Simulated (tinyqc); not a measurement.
# Lossy on-chip transmission line with skin effect: line properties against frequency

A uniform line in a homogeneous dielectric: c = sqrt(er)/(c0 Z0), l = Z0 sqrt(er)/c0 (c0 = 299792458 m/s), g = w c td, w = 2 pi f. The resistance joins its limits as r = sqrt(r_dc^2 + r_hf^2), with r_dc = rho/(wd th), r_hf = kr rho/(2 delta (wd + th)), delta = sqrt(rho/(pi f mu0)), mu0 = 4 pi 1e-7 H/m; this is an interpolation, and internal inductance, up to 0.05 nH/mm at low frequency, is neglected.

gamma = sqrt((r + i w l)(g + i w c)) = alpha + i beta, Zc = sqrt((r + i w l)/(g + i w c)), roots with positive real part; loss 8.685889638 alpha in dB; phase velocity w/beta. ZL = 1/(1/RL + i w CL); reflection (ZL - Zc)/(ZL + Zc); Zin = Zc (ZL + Zc tanh(gamma len))/(Zc + ZL tanh(gamma len)); H = V_load/V_source = [Zin/(Zin + Rg)]/[cosh(gamma len) + (Zc/ZL) sinh(gamma len)].

Inputs (values chosen for the exercise): width of the strip wd = 3.8 um; thickness of the strip th = 1.1 um; resistivity rho = 2.2 uohm cm; relative permittivity er = 4.2; loss tangent td = 0.002; lossless impedance sqrt(l/c) Z0 = 60 ohm; factor for crowding and the return path kr = 2; length len = 2.4 mm; source resistance Rg = 100 ohm; load resistance RL = 1000 ohm; load capacitance CL = 100 fF.

Results:
```
f (GHz)	r (ohm/mm)	r/(w l)	loss (dB/mm)	|Zc| (ohm)	phase velocity over c0	length in wavelengths	|H| (dB)
0.01	5.267	204.4	0.03766	857.7	0.04820	0.001661	-0.9271
0.03	5.273	68.21	0.06495	495.6	0.08303	0.002893	-0.9274
0.09	5.294	22.82	0.1111	286.8	0.1414	0.005094	-0.9291
0.8	5.531	2.683	0.2885	101.5	0.3513	0.01823	-1.031
2	5.911	1.147	0.3819	74.01	0.4348	0.03683	-1.511
7	7.282	0.4036	0.5197	62.31	0.4788	0.1171	-4.814
20	10.00	0.1941	0.7281	60.56	0.4857	0.3296	-6.258
60	15.64	0.1012	1.153	60.15	0.4874	0.9856	-13.90
```

Estimate the missing row, f = 0.3 GHz.

Computed row:
```
f (GHz)	r (ohm/mm)	r/(w l)	loss (dB/mm)	|Zc| (ohm)	phase velocity over c0	length in wavelengths	|H| (dB)
0.3	5.365	6.940	0.1943	158.9	0.2440	0.009842	-0.9435
```

With this row back in the table: r equals w l at 2.33 GHz: below it |Zc| and the delay grow as in an RC line, above it |Zc| tends to Z0 = 60 ohm and the velocity to 1/sqrt(er) = 0.488 c0. The loss goes as f^(0.50) between the first two rows and f^(0.42) between the last two. |H| is -0.927 dB in the first row and -13.9 dB in the last; between rows it can pass through resonances that the table doesn't show.

Program tinyqc, `OMP_NUM_THREADS=1 python tinyqc.py 2810158 2810159 out.jsonl`; Intel Xeon 2.30GHz, shared host, one thread, about 0.01 s.
